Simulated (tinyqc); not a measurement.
Plane-wave Kohn-Sham cycle with exchange-only LDA in a layered model solid, step by step. One step of it, computed by the program tinyqc.

Task: Iteration 1: Hamiltonian at one k. H(m,m') = (k + G_m)^2/2 delta + V(G_m - G_m'), with V(-G) = V(G).

A solid whose potential varies along x alone (atomic units):
```
parameter                      value
period a                   12.100000
cross-section of the cell  34.000000
electrons per cell                 2
grid points                       16
plane waves -n..n, n               3
k points                           4
V1 in V1 cos(2 pi x/a)     -0.530000
V2 in V2 cos(4 pi x/a)     -0.190000
```

V(G_m), m = 0, 1, 2, ... (hartree): -0.166819  -0.265000  -0.095000  0.000000  0.000000  0.000000  0.000000

k = 0.125000 2 pi / a

Give: H.

Result:

H (hartree):
```
        -3      -2      -1      +0      +1      +2      +3
-3   0.948  -0.265  -0.095   0.000   0.000   0.000   0.000
-2  -0.265   0.307  -0.265  -0.095   0.000   0.000   0.000
-1  -0.095  -0.265  -0.064  -0.265  -0.095   0.000   0.000
+0   0.000  -0.095  -0.265  -0.165  -0.265  -0.095   0.000
+1   0.000   0.000  -0.095  -0.265   0.004  -0.265  -0.095
+2   0.000   0.000   0.000  -0.095  -0.265   0.442  -0.265
+3   0.000   0.000   0.000   0.000  -0.095  -0.265   1.150
```
